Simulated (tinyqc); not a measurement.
One-sided p+-n junction, ionisation integral and breakdown: two steps of the calculation.

A p+ layer at x < 0 and an n drift layer from x = 0. Depletion approximation, built-in voltage neglected. Local ionisation coefficients alpha_n = an exp(-(bn/E)^mx), alpha_p = ap exp(-(bp/E)^mx). Electrons move towards +x, holes towards x = 0.

Parameters, values chosen for the exercise; material values close to those of silicon:
- eps_r = 11.7 (relative permittivity)
- an = 7.11e5 1/cm (prefactor of the electron ionisation coefficient)
- bn = 1.22e6 V/cm (field constant for electrons)
- ap = 1.69e6 1/cm (prefactor of the hole ionisation coefficient)
- bp = 2.04e6 V/cm (field constant for holes)
- mx = 1 (exponent)
- N = 1.8e14 cm^-3 (donor density of the drift layer)
- V = 625 V (reverse voltage)
- fr = 0.5 (share of the depleted width that the grid covers)

Constants: q = 1.602176634e-19 C, eps0 = 8.8541878128e-14 F/cm where lengths are in cm. Results are converted to the units shown.

Question 1. Field and ionisation coefficients on a grid. W = sqrt(2 eps0 eps_r V/(q N)), peak field E0 = q N W/(eps0 eps_r), falling linearly to 0 at W. Grid: 12 equal steps from 0 to fr W.

Give: W; x; E; alpha_n; alpha_p.

Answer 1.

W = 67.01 um
x, point 0 to 12 (um): [0.00, 2.79, 5.58, 8.38, 11.17, 13.96, 16.75, 19.54, 22.34, 25.13, 27.92, 30.71, 33.50]
E, point 0 to 12 (kV/cm): [186.5, 178.8, 171.0, 163.2, 155.5, 147.7, 139.9, 132.1, 124.4, 116.6, 108.8, 101.0, 93.27]
alpha_n, point 0 to 12 (1/cm): [1027, 772.8, 566.7, 403.5, 277.7, 183.7, 116.1, 69.51, 39.03, 20.29, 9.611, 4.057, 1.483]
alpha_p, point 0 to 12 (1/cm): [30.10, 18.71, 11.14, 6.310, 3.378, 1.693, 0.7860, 0.3334, 0.1270, 0.04255, 0.01219, 0.002883, 5.360e-4]

Question 2. Ionisation integrals by the trapezoid rule. G(x) = integral from 0 to x of (alpha_n - alpha_p); I_n = integral of alpha_n exp(-G) (electrons injected at x = 0), I_p = integral of alpha_p exp(G(end) - G) (holes injected at the far edge); M = 1/(1 - I). All integrals by the trapezoid rule on the grid.

x, point 0 to 12 (um): [0.000000, 2.792027, 5.584054, 8.376081, 11.168108, 13.960135, 16.752162, 19.544189, 22.336216, 25.128243, 27.920270, 30.712297, 33.504324]
alpha_n, point 0 to 12 (1/cm): [1026.9861, 772.81057, 566.70237, 403.46579, 277.65377, 183.70285, 116.09038, 69.506787, 39.031215, 20.294650, 9.6111482, 4.0572293, 1.4834044]
alpha_p, point 0 to 12 (1/cm): [30.097069, 18.708122, 11.136891, 6.3102105, 3.3779383, 1.6931365, 0.78596530, 0.33335299, 0.12701147, 0.042550700, 0.012193333, 0.0028829218, 5.3599620e-4]

Find: G; alpha_n exp(-G); I_n; I_p; M_n; M_p.

Answer 2.

G, point 0 to 12: [0.00000, 0.24444, 0.42727, 0.56027, 0.65401, 0.71770, 0.75921, 0.78496, 0.80005, 0.80831, 0.81248, 0.81438, 0.81516]
alpha_n exp(-G), point 0 to 12 (1/cm): [1027.0, 605.2, 369.7, 230.4, 144.4, 89.6, 54.3, 31.7, 17.5, 9.0, 4.3, 1.8, 0.7]
I_n = 0.57844
I_p = 0.027602
M_n = 2.3722
M_p = 1.0284

Computed by the program tinyqc: `OMP_NUM_THREADS=1 python tinyqc.py 2120046 2120047 out.jsonl`, one thread of a shared Intel Xeon 2.30GHz, about 0.06 s for the whole run.
